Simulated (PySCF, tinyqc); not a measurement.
CIS on RHF in the sto-3g basis, for H4, spin multiplicity 1, step by step. The lowest restricted solution is unstable here: a spin-polarised one lies 0.0231 hartree lower (PySCF). Computed by tinyqc, a small Python program that keeps every step (integrals from PySCF). Settings: charge = 0, multiplicity = 1, basis = sto-3g, method = RHF, energy threshold = 1e-10, iteration cap = 58, orthogonalisation = symmetric, start = Wolfsberg-Helmholz matrix, DIIS depth = 6. Command: `OMP_NUM_THREADS=1 python tinyqc.py 29104 29105 out.jsonl` (the two numbers bound the seeds that draw the settings). One thread of a shared host (Intel(R) Xeon(R) Processor @ 2.60GHz), about 0.05 s of CPU time with the checks. The early iterations of the SCF are left out here.

## One-electron integrals

Geometry (angstrom):
```
atom         x         y         z
H     0.000000  0.000000  0.000000
H     0.000000  0.000000  1.266000
H     0.000000  0.000000  2.708000
H     0.000000  0.000000  3.974000
```

Basis sto-3g: exponents (1/bohr^2) and contraction coefficients of normalised primitives:
```
element  l (shell)  exponent  coefficient
H            s (1)  3.425251     0.154329
H            s (1)  0.623914     0.535328
H            s (1)  0.168855     0.444635
```

Overlap, kinetic and nuclear-attraction integrals over the contracted functions; the nuclear repulsion is the sum of Za Zb / Rab.

nuclear repulsion = 1.72694240 hartree

overlap S:
```
          1H 1s     2H 1s     3H 1s     4H 1s
1H 1s  1.000000  0.354855  0.033173  0.001891
2H 1s  0.354855  1.000000  0.278826  0.033173
3H 1s  0.033173  0.278826  1.000000  0.354855
4H 1s  0.001891  0.033173  0.354855  1.000000
```

kinetic energy T (hartree):
```
           1H 1s      2H 1s      3H 1s      4H 1s
1H 1s   0.760032   0.039603  -0.009147  -0.001254
2H 1s   0.039603   0.760032   0.015089  -0.009147
3H 1s  -0.009147   0.015089   0.760032   0.039603
4H 1s  -0.001254  -0.009147   0.039603   0.760032
```

nuclear attraction V (hartree):
```
           1H 1s      2H 1s      3H 1s      4H 1s
1H 1s  -1.968703  -0.653058  -0.056996  -0.003115
2H 1s  -0.653058  -2.200616  -0.521933  -0.056996
3H 1s  -0.056996  -0.521933  -2.200616  -0.653058
4H 1s  -0.003115  -0.056996  -0.653058  -1.968703
```

core Hamiltonian H = T + V (hartree):
```
           1H 1s      2H 1s      3H 1s      4H 1s
1H 1s  -1.208672  -0.613455  -0.066143  -0.004370
2H 1s  -0.613455  -1.440584  -0.506844  -0.066143
3H 1s  -0.066143  -0.506844  -1.440584  -0.613455
4H 1s  -0.004370  -0.066143  -0.613455  -1.208672
```

## Two-electron integrals

Functions are numbered as in S; the eight-fold symmetry (ij|kl) = (ji|kl) = (kl|ij) leaves the list below.

Two-electron integrals (ij|kl) in chemists' order, unique and non-zero (hartree):
```
(11|11) 0.774606   (21|11) 0.203792   (21|21) 0.075475   (22|11) 0.400215
(22|21) 0.203792   (22|22) 0.774606   (31|11) 0.012889   (31|21) 0.005569
(31|22) 0.018322   (31|31) 0.000520   (32|11) 0.075620   (32|21) 0.037902
(32|22) 0.152013   (32|31) 0.004416   (32|32) 0.044705   (33|11) 0.195373
(33|21) 0.091728   (33|22) 0.358166   (33|31) 0.012889   (33|32) 0.152013
(33|33) 0.774606   (41|11) 0.000516   (41|21) 0.000244   (41|22) 0.000908
(41|31) 0.000027   (41|32) 0.000264   (41|33) 0.000908   (41|41) 1.61e-06
(42|11) 0.006931   (42|21) 0.003309   (42|22) 0.012889   (42|31) 0.000413
(42|32) 0.004416   (42|33) 0.018322   (42|41) 0.000027   (42|42) 0.000520
(43|11) 0.056602   (43|21) 0.025139   (43|22) 0.091728   (43|31) 0.003309
(43|32) 0.037902   (43|33) 0.203792   (43|41) 0.000244   (43|42) 0.005569
(43|43) 0.075475   (44|11) 0.133160   (44|21) 0.056602   (44|22) 0.195373
(44|31) 0.006931   (44|32) 0.075620   (44|33) 0.400215   (44|41) 0.000516
(44|42) 0.012889   (44|43) 0.203792   (44|44) 0.774606
```

## Orthogonalisation

S = U s U^T; symmetric (Loewdin) form X = U s^(-1/2) U^T, so that X^T S X = 1.

eigenvalues of S: 0.509424  0.728365  1.209859  1.552353

X:
```
           1H 1s      2H 1s      3H 1s      4H 1s
1H 1s   1.053528  -0.199872   0.026051  -0.004332
2H 1s  -0.199872   1.088748  -0.163608   0.026051
3H 1s   0.026051  -0.163608   1.088748  -0.199872
4H 1s  -0.004332   0.026051  -0.199872   1.053528
```

## Iteration 9 (converged): orbitals

converged F (hartree):
```
           1H 1s      2H 1s      3H 1s      4H 1s
1H 1s  -0.177358  -0.374849  -0.055502   0.012930
2H 1s  -0.374849  -0.211909  -0.218692  -0.055502
3H 1s  -0.055502  -0.218692  -0.211909  -0.374849
4H 1s   0.012930  -0.055502  -0.374849  -0.177358
```

Diagonalise F' = X^T F X, C = X C', fill 2 alpha and 2 beta electrons from the bottom; D = 2 C_occ C_occ^T. Each column has its largest component positive (the first on a tie).

F' = X^T F X (hartree):
```
           1          2          3          4
1  -0.048500  -0.363655   0.032162   0.011455
2  -0.363655  -0.026735  -0.208369   0.032162
3   0.032162  -0.208369  -0.026735  -0.363655
4   0.011455   0.032162  -0.363655  -0.048500
```

orbital energies (hartree): MO1 -0.482042, MO2 -0.352998, MO3 0.209894, MO4 0.474678

coefficients C:
```
            MO1        MO2        MO3        MO4
1H 1s  0.344636   0.506132   0.668385  -0.573485
2H 1s  0.451186   0.398532  -0.489367   0.806778
3H 1s  0.451186  -0.398532  -0.489367  -0.806778
4H 1s  0.344636  -0.506132   0.668385   0.573485
```

D after iteration 9:
```
           1H 1s      2H 1s      3H 1s      4H 1s
1H 1s   0.749887   0.714409  -0.092430  -0.274791
2H 1s   0.714409   0.724792   0.089482  -0.092430
3H 1s  -0.092430   0.089482   0.724792   0.714409
4H 1s  -0.274791  -0.092430   0.714409   0.749887
```

## Convergence

Stop when the energy changes by less than 1e-10 hartree and every element of the error matrix X^T (F D S - S D F) X is below 3e-06.

Course of the cycle:
```
iteration  E (hartree)     change  largest element of the error matrix
1          -1.91977177          -                             1.76e-01
2          -1.96509033  -4.53e-02                             3.03e-02
3          -1.96685924  -1.77e-03                             9.29e-03
4          -1.96703020  -1.71e-04                             3.28e-04
5          -1.96703040  -2.03e-07                             8.53e-05
6          -1.96703041  -9.88e-09                             4.91e-05
7          -1.96703041  -2.49e-09                             3.44e-05
8          -1.96703041  -2.40e-09                             1.07e-07
9          -1.96703041  -2.62e-14                             1.31e-09
```

PySCF RHF in the same basis = -1.96703041 hartree

Converged in 9 iterations.

## Integrals over molecular orbitals

(pq|rs) = sum C_ip C_jq C_kr C_ls (ij|kl), one index at a time.

one-electron integrals over orbitals h = C^T H C (hartree):
```
           1          2          3          4
1  -1.503721   0.000000   0.120466   0.000000
2   0.000000  -1.355211   0.000000  -0.098121
3   0.120466   0.000000  -1.127418   0.000000
4   0.000000  -0.098121   0.000000  -0.994767
```

Two-electron integrals over orbitals (pq|rs), unique and non-zero (hartree):
```
(11|11) 0.418545    (21|21) 0.173197    (22|11) 0.388165    (22|22) 0.399079
(31|11) -0.059056   (31|22) 0.008075    (31|31) 0.112901    (32|21) 0.077561
(32|32) 0.124564    (33|11) 0.391437    (33|22) 0.395952    (33|31) 0.001567
(33|33) 0.409822    (41|21) 0.029868    (41|32) -0.078991   (41|41) 0.100713
(42|11) 0.063660    (42|22) 0.000668    (42|31) -0.110554   (42|33) -0.002063
(42|42) 0.115112    (43|21) -0.171597   (43|32) -0.080562   (43|41) -0.028447
(43|43) 0.182537    (44|11) 0.436065    (44|22) 0.406570    (44|31) -0.062398
(44|33) 0.416542    (44|42) 0.068696    (44|44) 0.471417
```

## CIS matrix, singlets

A(ia,jb) = (e_a - e_i) d_ij d_ab + 2 (ia|jb) - (ij|ab).

CIS matrix A, singlet (hartree):
```
           1>3       1>4       2>3        2>4
1>3   0.526302  0.000000  0.000000  -0.049511
1>4   0.000000  0.722082  0.013615   0.000000
2>3   0.000000  0.013615  0.416068   0.000000
2>4  -0.049511  0.000000  0.000000   0.651329
```

## CIS singlet states

dipole integrals <i|r|a> (bohr):
```
            x         y          z
1>3  0.000000  0.000000   0.000000
1>4  0.000000  0.000000   0.499906
2>3  0.000000  0.000000  -2.002177
2>4  0.000000  0.000000   0.000000
```

Diagonalise A (1 hartree = 27.211386 eV); each vector has its largest component positive (the first on a tie). The transition dipole is mu = sqrt2 sum c_ia <i|r|a>.

singlet excitation energies (eV): 11.305335  13.852515  18.192469  19.665293

lowest vectors:
```
       state 1   state 2    state 3   state 4
1>3   0.000000  0.944436  -0.328696  0.000000
1>4  -0.044358  0.000000   0.000000  0.999016
2>3   0.999016  0.000000   0.000000  0.044358
2>4   0.000000  0.328696   0.944436  0.000000
```

oscillator strengths 2/3 w |mu|^2: 2.265676  0.000000  0.000000  0.162453

## CIS matrix, triplets

A(ia,jb) = (e_a - e_i) d_ij d_ab - (ij|ab).

CIS matrix A, triplet (hartree):
```
          1>3       1>4       2>3       2>4
1>3  0.300500  0.000000  0.000000  0.171597
1>4  0.000000  0.520656  0.171597  0.000000
2>3  0.000000  0.171597  0.166940  0.000000
2>4  0.171597  0.000000  0.000000  0.421106
```

## CIS triplet states

Diagonalise A (1 hartree = 27.211386 eV); each vector has its largest component positive (the first on a tie).

triplet excitation energies (eV): 2.649722  4.868623  14.767275  16.060726

lowest vectors:
```
       state 1    state 2   state 3   state 4
1>3   0.000000   0.815950  0.578123  0.000000
1>4  -0.375699   0.000000  0.000000  0.926742
2>3   0.926742   0.000000  0.000000  0.375699
2>4   0.000000  -0.578123  0.815950  0.000000
```
